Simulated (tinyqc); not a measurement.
Long-channel MOSFET, surface-potential model: effect of the temperature.

n-channel transistor on a uniformly doped p-type body, gradual-channel approximation, constant mobility, Boltzmann statistics, full ionisation. Potentials are counted from the neutral body; V is the electron quasi-Fermi potential, Vsb at the source and Vsb + Vds at the drain. Charges are magnitudes per area.

Nc and Nv are given at 325 K and scale as (T/325 K)^1.5; Eg, Vfb and mu are held fixed. ni = sqrt(Nc Nv) exp(-Eg/(2 Vt)), Eg in volts; phiF = Vt ln(Na/ni); Cox = eps0 eox/tox; gamma = sqrt(2 q eps0 eps_r Na)/Cox. The surface potential psi at channel potential V solves Vgs + Vsb - Vfb - psi = gamma sqrt(G), G = psi - Vt + Vt exp((psi - 2 phiF - V)/Vt). Charge sheet: Qi = Cox gamma [sqrt(G) - sqrt(psi - Vt)]; I = mu (W/L) [integral of Qi dpsi from psi_0 to psi_L (drift) + Vt (Qi0 - QiL) (diffusion)], with psi_0 at V = Vsb and psi_L at V = Vsb + Vds. VT = Vfb + 2 phiF + gamma sqrt(2 phiF + Vsb), m = 1 + gamma/(2 sqrt(2 phiF + Vsb)). The swing is 20 mV/log10[I(VT - 0.14 V)/I(VT - 0.16 V)] of the charge-sheet current at the given Vds.

Parameters, values chosen for the exercise; material values close to those of silicon:
```
symbol,value,unit,meaning
Eg,1.13,eV,band gap
eps_r,11.7,,relative permittivity of the semiconductor
Nc,3.19e19,cm^-3,conduction-band density of states at the reference temperature
Nv,2.99e19,cm^-3,valence-band density of states at the reference temperature
Na,8.2e17,cm^-3,acceptor density of the body
eox,24.9,,relative permittivity of the gate insulator
tox,24,nm,insulator thickness
Vfb,-0.82,V,flat-band voltage
mu,110,cm^2/(V s),channel mobility
W,10,um,gate width
L,2,um,gate length
Vsb,0,V,source-body reverse bias
Vgs,1.52,V,gate-source voltage
Vds,0.05,V,drain-source voltage
```

Constants: q = 1.602176634e-19 C, kB = 1.380649e-23 J/K, Vt = kB T/q, eps0 = 8.8541878128e-14 F/cm where lengths are in cm. Results are converted to the units shown.

The same in every row: gamma (V^0.5) = 0.5679.

Effect of the temperature:
```
T (K)	VT (V)	m	swing (mV/decade)	I at Vgs, Vds (uA)
220	0.7667	1.282	57.48	15.08
250	0.7359	1.285	65.69	15.49
280	0.7038	1.289	74.04	15.93
310	0.6705	1.293	82.56	16.40
340	0.6362	1.297	91.27	16.89
370	0.6009	1.302	100.2	17.41
400	0.5646	1.307	109.4	17.95
430	0.5274	1.312	118.9	18.51
```

As T goes from 220 to 430 K, VT falls from 0.767 to 0.527 V, the swing rises from 57.5 to 119 mV a decade and the current rises from 15.1 to 18.5 uA. The swing is 2.7 % above m Vt ln 10 in the first row and 6.2 % above it in the last. In every row the surface electron density at the source passes 0.3 Nc, where degeneracy and quantisation, left out here, matter. In every row the mobility is held fixed, though a real channel mobility changes with T and would alter the trend of the current.

Numbers from tinyqc (`OMP_NUM_THREADS=1 python tinyqc.py 2360139 2360140 out.jsonl`; about 0.06 s on one thread of a shared Intel Xeon 2.30GHz).
